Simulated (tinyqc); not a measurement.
Heavy doping: gap narrowing, degeneracy and the minority density: sweeps and comparisons. A value that a table varies takes the place of the one given here.

F_j(eta) = (1/Gamma(j + 1)) integral_0^infinity x^j dx/(1 + exp(x - eta)), which tends to exp(eta) for eta << 0.

Empirical narrowing (Slotboom form, constants chosen for the exercise; published fits of this form give the apparent narrowing, here it is taken as the true one): dEg = E0 [ln(N/N0) + sqrt(ln(N/N0)^2 + C)].

Majority: N = Nv F_1/2(eta), eta the distance of EF beyond the majority band edge in kT. Degeneracy factor gam = F_1/2(eta)/exp(eta). ni0^2 = Nc Nv exp(-Eg/kT); product n p = ni0^2 gam exp(dEg/kT), dEg the true narrowing; apparent narrowing dEa = dEg + kT ln gam; minority density = n p/N.

Bipolar transistor with N as emitter doping: beta = K (N/NB) exp((dEa_B + dG - dEa_E)/kT), dEa_E = dEg(N) + kT ln gam, dEa_B = dEg(NB). For the sweep in T, Nv is scaled as (T/T0)^(3/2) from its value at T0 = T.

Constants: kB = 8.617333262e-05 eV/K.

Values chosen for the exercise (gap and densities of states near those of Si at this temperature; narrowing constants near the fits for Si; not measured data):
```
symbol  value     unit    meaning
Eg      1.1       eV      gap
Nc      4.22e+19  1/cm^3  conduction-band density of states
Nv      1.69e+19  1/cm^3  valence-band density of states
T       400       K
E0      7.21      meV     narrowing scale
N0      8.6e+16   1/cm^3  onset density
C       0.5               smoothing constant
N       6.3e+17   1/cm^3  ionised acceptors, equal to the majority density
NB      3e+17     1/cm^3  base doping
K       3.6               ratio (D_B W_E)/(D_E W_B)
dG      120       meV     extra narrowing of the base by alloying
```

## Narrowing against degeneracy

N takes the values listed; the last column is N over the factor gam exp(dEg/kT), the doping that a simple model would need to give the same minority density.

Results:
```
N (1/cm^3)    eta      gam  dEg (meV)  dEa (meV)  minority (1/cm^3)  effective doping (1/cm^3)
5.0e+16     -5.82    0.999        2.5        2.5           2.12e+08                   4.65e+16
2.0e+17     -4.43    0.996       14.0       13.9           7.37e+07                   1.34e+17
5.0e+17     -3.51    0.990       26.4       26.0           4.19e+07                   2.35e+17
2.0e+18     -2.09    0.959       45.9       44.5           1.79e+07                   5.50e+17
5.0e+18     -1.11    0.901       59.0       55.4           9.85e+06                   1.00e+18
2.0e+19      0.58    0.663       78.9       64.7           3.22e+06                   3.06e+18
5.0e+19      2.09    0.366       92.1       57.4           1.04e+06                   9.46e+18
1.0e+20      3.72    0.143      102.0       35.0           2.72e+05                   3.62e+19
3.0e+20      8.12  0.00526      117.8      -63.1           5.28e+03                   1.87e+21
```

dEg grows steadily to 117.8 meV, while the apparent value peaks at 64.7 meV for N = 2e+19 and falls to -63.1 meV as the Fermi level enters the band (a negative value is not met in measurements: parabolic bands with a fixed mass overstate the filling). N grows by a factor 40 from the third to the sixth row and the effective doping by 13.0.

## Current gain against temperature

Gain:
```
T (K)      beta  beta with dG = 0  without narrowing
150    3.90e+04              3.63               7.56
200    4.58e+03              4.33               7.56
250    1.27e+03              4.83               7.56
300         539              5.19               7.56
350         292              5.47               7.56
400         185              5.69               7.56
450         130              5.87               7.56
```

dEa_B + dG - dEa_E at T0 = 110.2 meV

beta is 3.9e+04 at 150 K and 130 at 450 K, since the net exponent is positive: the gap is narrower in the base. At 300 K narrowing and degeneracy change the gain by a factor 0.687 and alloying the base by 104.

## What moves the minority density and the gain

All results formed anew. Each row changes one parameter from the base and keeps the others.

Results:
```
case                  dEg (meV)  dEa (meV)  minority (1/cm^3)  beta
base                      29.59      29.14           3.64e+07   185
N = 1.26e+18 1/cm^3       39.37      38.46           2.39e+07   282
E0 = 8.652 meV            35.51      35.06           4.33e+07   174
N0 = 1.72e+17 1/cm^3      20.02      19.56           2.76e+07   189
Eg = 1.12 eV              29.59      29.14           2.04e+07   185
Nv = 2.2e+19 1/cm^3       29.59      29.25           4.76e+07   184
NB = 6e+17 1/cm^3         29.59      29.14           3.64e+07   122
```

The largest shifts from the base row, up to three for each result and ties (the steps differ in size, so this ranks the rows, not the parameters). dEg (meV): N +9.78, N0 -9.58, E0 +5.92; unchanged at the printed digits by Eg, Nv and NB. dEa (meV): N0 -9.58, N +9.32, E0 +5.92; unchanged at the printed digits by Eg and NB. minority (1/cm^3): Eg -1.60e+07, N -1.26e+07, Nv +1.11e+07; unchanged at the printed digits by NB. beta: N +97.3, NB -63.0, E0 -10.7; unchanged at the printed digits by Eg.

Run: tinyqc, `OMP_NUM_THREADS=1 python tinyqc.py 1680593 1680594 out.jsonl`; Intel(R) Xeon(R) Processor @ 2.30GHz, one thread, shared host; about 0.01 s of CPU time with all checks.
